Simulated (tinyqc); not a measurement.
Where the concentration falls to given levels: concentration-dependent dopant diffusion with charged defects and the built-in field. Computed by tinyqc, a small Python program. Command: `OMP_NUM_THREADS=1 python tinyqc.py 3031395 3031396 out.jsonl extrinsic walk`. One thread of a shared host (Intel(R) Xeon(R) Processor @ 2.30GHz), about 0.09 s of CPU time with the checks.

A constant source C_s feeds a half space. The dopant moves through neutral point defects and through charged ones, whose number grows with the majority carrier density n.

Inputs (values chosen for the exercise, modelled on antimony in silicon): neutral prefactor D0x = 0.194 cm^2/s; neutral activation energy E0 = 3.65 eV; singly charged prefactor D01 = 13.7 cm^2/s; activation energy E1 = 4.09 eV; surface concentration C_s = 1.7e+20 1/cm^3; temperature T = 975 C; time t = 970 s.

Field enhancement: off.

Constants: k_B = 8.617333262e-05 eV/K.

Method:
- n_i = 3.87e16 T^1.5 exp(-7014/T) per cm^3 (T in kelvin, an empirical form); each D = prefactor x exp(-E/(k_B T)); the intrinsic diffusivity D_i is their sum.
- Temperatures in kelvin are T(C) + 273.15.
- n = C/2 + sqrt(C^2/4 + n_i^2); D(C) = h [Dx + D1 (n/n_i)], h = 1.
- With y = x/sqrt(D_s t), u = C/C_s and q = -(D/D_s) du/dy: du/dy = -q D_s/D, dq/dy = -(y/2) q D_s/D, u(0) = 1. The surface flux q(0) is shot so that u tends to 0 (LSODA, an adaptive multistep solver, relative tolerance 1e-10). Dose Q = 2 q(0) C_s sqrt(D_s t).
- For comparison, erfc profiles with a constant D: x = 2 sqrt(D t) erfc^-1(C/C_s), with D = D_i and D = D_s.

partial diffusivities (cm^2/s): Dx 3.54680e-16, D1 4.18914e-16

n_i = 6.18851e+18 1/cm^3

surface diffusivity D_s = 1.18776e-14 cm^2/s

intrinsic diffusivity D_i = 7.73594e-16 cm^2/s

Depth (nm):
```
C/C_s       D/D_s    full  erfc with D_i  erfc with D_s
8.00e-01  0.80655  13.856          3.104          12.16
5.00e-01  0.51684  31.321          8.263          32.38
2.00e-01  0.22985  46.650         15.700          61.52
1.00e-01  0.13823  51.911         20.150          78.96
3.00e-02  0.08254  56.906         26.585         104.17
1.00e-02  0.07031  60.023         31.555         123.65
1.00e-03  0.06562  65.497         40.311         157.95
1.00e-04  0.06518  70.444         47.662         186.76
```

The depth between C/C_s = 0.1 and 1e-4 spans 18.5 nm in the full profile, against 27.5 nm for D_i and 108 nm for D_s; the ratio of the depths at 1e-4 and at 0.5 is 2.25, against 5.77 for any erfc. The profile is box-like: fast diffusion in the heavily doped part feeds a front that moves slowly where D drops to D_i. Caution: the built-in field is switched off although C_s exceeds n_i; with it D_s would be larger by the factor 1 + C_s/sqrt(C_s^2 + 4 n_i^2). Caution: at such a C_s dopants can cluster or exceed their solubility, which the model leaves out.
